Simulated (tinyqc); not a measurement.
Rutherford backscattering from a thin compound film on silicon: kinematics, yields, composition and thickness: one step, computed by the program tinyqc.

Singly charged helium ions (Z1 = 2, M1 = 4.0026 u) enter at the tilt angle a1 to the normal and leave at a2 = |180 - theta - tilt| in the same plane. The film is A B_x.

Problem. Peak widths (surface approximation). Stopping per atom eps(E) = eps(2 MeV) (E/2 MeV)^(-0.4) (a law chosen for the exercise); Bragg rule eps_film = (eps_A + x eps_B)/(1 + x); areal density N d, with 1/nm^2 = 0.1 x 1e15/cm^2. Width of the signal of element i: [K_i eps(E0)/cos a1 + eps(K_i E0)/cos a2] N d; depth resolution = resolution x d/width of A; energy lost on the way in = eps(E0) N d/cos a1.

Inputs (values chosen for the exercise, modelled on a helium beam on HfO2):

| quantity | value | unit |
|---|---|---|
| beam energy E0 | 1.8 | MeV |
| scattering angle theta | 170 | degrees |
| tilt of the sample | 7 | degrees |
| heavy element: stopping eps_A at 2 MeV | 116 | 1e-15 eV cm^2 |
| light element: stopping eps_B at 2 MeV | 35.7 | 1e-15 eV cm^2 |
| atoms of B per atom of A, x | 2.01 | - |
| atomic density of the film | 84.1 | 1/nm^3 |
| film thickness d | 7.3 | nm |
| detector resolution (FWHM) | 14 | keV |

kinematic factors: A 0.9148201, B 0.3624967, Si 0.5657840

Give: areal density N d; film stopping at E0; widths; depth resolution; energy lost on the way in.

Solution.

areal density N d = 61.393 1e15 atoms/cm^2

film stopping at E0 = 65.06 1e-15 eV cm^2

widths (keV): A 7.826, B 7.461

depth resolution = 13.06 nm

energy lost on the way in = 4.024 keV

The film is thinner than the depth resolution, so only peak areas measure the thickness. Caution: the ions scattered from B leave near or below the stopping maximum (some 0.6 to 0.8 MeV), where the power law chosen here overstates the stopping and the width of B.
